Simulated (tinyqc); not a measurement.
Worked calculation: plane-wave Kohn-Sham cycle with exchange-only LDA in a layered model solid. One step of it, computed by the program tinyqc.

Question. Iteration 1: levels at that k. Diagonalise the Hermitian matrix.

H (hartree), lower triangle:
```
           -2         -1         +0         +1        +2
-2   0.389800
-1  -0.170000  -0.058818
+0   0.000000  -0.170000  -0.181168
+1   0.000000   0.000000  -0.170000   0.022749
+2   0.000000   0.000000   0.000000  -0.170000  0.552934
```

Give: eigenvalues.

Answer.

eigenvalues (hartree): -0.3681  -0.0763  0.1115  0.4523  0.6061
